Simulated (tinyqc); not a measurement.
# Electron density from the centroid

Inverse problem. In the Fang-Howard model the centroid is 3/b with b^3 = 6 (mz1/C) q (Nd + 11 Ns/32)/(eps0 eps_r), C = hbar^2/(2 m0), the field in eV/nm. Find b and Ns.

Inputs (values chosen for the exercise); masses and permittivity close to those of germanium (100): relative permittivity eps_r = 16.2; mass along z of valley set A (4 valley(s)) mz1 = 0.122 m0; sheet density of depletion charge Nd = 2.9e11 cm^-2.

Constants: q = 1.602176634e-19 C, hbar = 1.054571817e-34 J s, m0 = 9.1093837015e-31 kg, eps0 = 8.8541878128e-14 F/cm where lengths are in cm, hbar^2/(2 m0) = 0.0380998212 eV nm^2. Results are converted to the units shown.

centroid = 4.2277073 nm

Solution. b = 3/centroid gives Nd + 11 Ns/32, from which the depletion charge is taken off.

b = 0.7096 1/nm
Ns = 4.000e12 cm^-2

Computed by the program tinyqc: `OMP_NUM_THREADS=1 python tinyqc.py 2160140 2160141 out.jsonl`, one thread of a shared Intel Xeon 2.30GHz, about 0.5 s for the whole run.
